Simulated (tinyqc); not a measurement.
CIS on RHF in the sto-3g basis, for H3+, spin multiplicity 1, step by step. One step of it, computed by the program tinyqc.

Question. CIS matrix, singlets. A(ia,jb) = (e_a - e_i) d_ij d_ab + 2 (ia|jb) - (ij|ab).

orbital energies (hartree): MO1 -1.198062, MO2 -0.033566, MO3 -0.032718

Two-electron integrals over orbitals (pq|rs), unique and non-zero (hartree):
```
(11|11) 0.607570    (21|11) -0.000065   (21|21) 0.143778    (22|11) 0.589457
(22|21) 0.055487    (22|22) 0.669203    (31|11) 0.000086    (31|21) 1.61e-08
(31|22) -0.072599   (31|31) 0.143779    (32|11) 2.75e-08    (32|21) -0.072675
(32|22) -0.000053   (32|31) -0.055466   (32|32) 0.072903    (33|11) 0.589577
(33|21) -0.055525   (33|22) 0.523484    (33|31) 0.072648    (33|32) 0.000053
(33|33) 0.669263
```

Give: CIS matrix A, singlet.

Answer.

CIS matrix A, singlet (hartree):
```
       1>2    1>3
1>2  0.863  0.000
1>3  0.000  0.863
```
